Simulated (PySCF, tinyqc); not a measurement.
CIS and TDHF on RHF in the sto-6g basis, frozen core, for BeH+, spin multiplicity 1, step by step. The lowest restricted solution is unstable here: a spin-polarised one lies 0.0122 hartree lower (PySCF). One step of it, computed by the program tinyqc.

Question. CIS matrix, singlets. A(ia,jb) = (e_a - e_i) d_ij d_ab + 2 (ia|jb) - (ij|ab).

orbital energies (hartree): MO1 -5.054837, MO2 -0.637014, MO3 -0.252036, MO4 -0.124182, MO5 -0.124182, MO6 0.073667

Two-electron integrals over orbitals (pq|rs), unique and non-zero (hartree); the lowest 1 orbital is frozen and left out:
```
(22|22) 0.446901    (32|22) -0.064249   (32|32) 0.068397    (33|22) 0.328606
(33|32) 0.031197    (33|33) 0.420234    (42|42) 0.045975    (43|42) 0.035266
(43|43) 0.047829    (44|22) 0.345704    (44|32) 0.044919    (44|33) 0.378871
(44|44) 0.450117    (52|52) 0.045975    (53|52) 0.035266    (53|53) 0.047829
(54|54) 0.024258    (55|22) 0.345704    (55|32) 0.044919    (55|33) 0.378871
(55|44) 0.401601    (55|55) 0.450117    (62|22) 0.016095    (62|32) -0.057817
(62|33) -0.004963   (62|44) -0.070630   (62|55) -0.070630   (62|62) 0.117109
(63|22) -0.057142   (63|32) 0.064757    (63|33) 0.047967    (63|44) 0.039678
(63|55) 0.039678    (63|62) -0.062051   (63|63) 0.081298    (64|42) -0.024584
(64|43) -0.006864   (64|64) 0.021973    (65|52) -0.024584   (65|53) -0.006864
(65|65) 0.021973    (66|22) 0.453271    (66|32) -0.067394   (66|33) 0.357178
(66|44) 0.350019    (66|55) 0.350019    (66|62) 0.038811    (66|63) -0.058680
(66|66) 0.487526
```

Give: CIS matrix A, singlet.

Answer.

CIS matrix A, singlet (hartree), lower triangle:
```
         2>3     2>4     2>5     2>6
2>3   0.1932
2>4   0.0000  0.2591
2>5   0.0000  0.0000  0.2591
2>6  -0.0585  0.0000  0.0000  0.4916
```
